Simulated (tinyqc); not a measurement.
Self-heating of a transistor with one or more fingers, with temperature-dependent conductivity: one step, computed by the program tinyqc.

N long parallel fingers lie on the top face of a slab whose bottom is held at T_0; the top is otherwise insulated, and heat flows in two dimensions. P in W/mm is 1000 P in W/m.

Task: Linear temperature rise of each finger. theta_i = (P/(pi kappa_0)) [g_0 + sum over j != i of g(|i - j| s)], with equal powers and constant conductivity; thermal resistance = largest theta/P.

Inputs (values chosen for the exercise, modelled on gallium arsenide): conductivity at the base temperature kappa_0 = 45.2 W/(m K); power per gate width P = 0.32 W/mm; fingers N = 4.

Power: power rises with temperature.

own factor g_0 = 8.100530

g(j s), j = 1..7: 3.332033  2.640161  2.236816  1.952092  1.732733  1.555010  1.406256

Give: theta of each finger; largest theta; thermal resistance.

Result:

theta of each finger (K): 36.75  39.22  39.22  36.75

largest theta = 39.22 K

thermal resistance = 122.6 K mm/W

The neighbours supply 53 % of the rise of the hottest finger, which runs 2.5 K above the outer ones.
